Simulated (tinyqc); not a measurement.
Chemical shift by three methods: effective-mass impurity with a central-cell term, in a basis of Slater functions. Computed by tinyqc, a small Python program. Command: `OMP_NUM_THREADS=1 python tinyqc.py 3015227 3015228 out.jsonl centralcell walk`. One thread of a shared host (Intel(R) Xeon(R) Processor @ 2.30GHz), about 0.01 s of CPU time with the checks.

The envelope obeys H = -nabla^2 - (2/r) [Z + A exp(-kappa r)] in effective units, with kappa = a*/lambda; positive A deepens the well near the core.

Inputs (values chosen for the exercise, with mass and screening modelled on diamond): effective mass m = 0.57 m_0; dielectric constant eps = 5.59; charge Z of the core = 1; central-cell strength A = 0.23; central-cell range lambda = 1.6 angstrom.

Impurity: donor, one isotropic band.

Constants: Ry = 13.605693123 eV; a_0 = 0.529177210903 angstrom.

Method:
- Units: Ry* = Ry m/eps^2 and a* = a_0 eps/m, with m in m_0.
- kappa = a*/lambda; the hydrogenic ground state is bound by Z^2 Ry*.
- For s functions exp(-zeta r), with s = zeta_i + zeta_j: S = 2/s^3, T = zeta_i zeta_j S, V = -2 Z/s^2, W = -2 A/(s + kappa)^2; each function is normalised by dividing by sqrt(S_ii S_jj).
- Large basis: zeta_i = 0.06 x 1.6^(i-1), i = 1..22, same formulas; for p functions r exp(-zeta r): S = 24/s^5, T = zeta_i zeta_j S (centrifugal term included), V = -12 Z/s^4, W = -12 A/(s + kappa)^4; overlap eigenvalues below 1e-11 are dropped.
- First order: shift = 8 A Z^3/(2 Z + kappa)^2 Ry*. One exponent: minimise zeta^2 - 2 Z zeta - 8 A zeta^3/(2 zeta + kappa)^2 by golden section on 0.2 to 6 Z. All shifts are the binding beyond Z^2 Ry*.

kappa = 3.24353 1/a*

Ry* = 248.183 meV

hydrogenic binding energy = 248.183 meV

Shift of the 1s binding energy (meV):
```
A        first order  one exponent  large basis
-0.2300      -16.609       -15.319      -15.143
-0.1150       -8.304        -7.970       -7.924
0.0230         1.661         1.675        1.677
0.0575         4.152         4.241        4.253
0.1150         8.304         8.666        8.714
0.2300        16.609        18.114       18.312
0.2880        20.797        23.205       23.520
```

The three columns are ordered, first order <= one exponent <= large basis, since each is a variational bound with more freedom. At the largest attractive A first order gives 88 % and one exponent 99 % of the shift; at the most repulsive A the true shift is -15.143 meV against -16.609. Attraction pulls the envelope in and feeds itself, repulsion pushes it out and saturates. Caution: the effective Bohr radius is only a few bond lengths, so the envelope approximation is rough.

Extremes, crossings and ranges named in words are read from the listed rows.
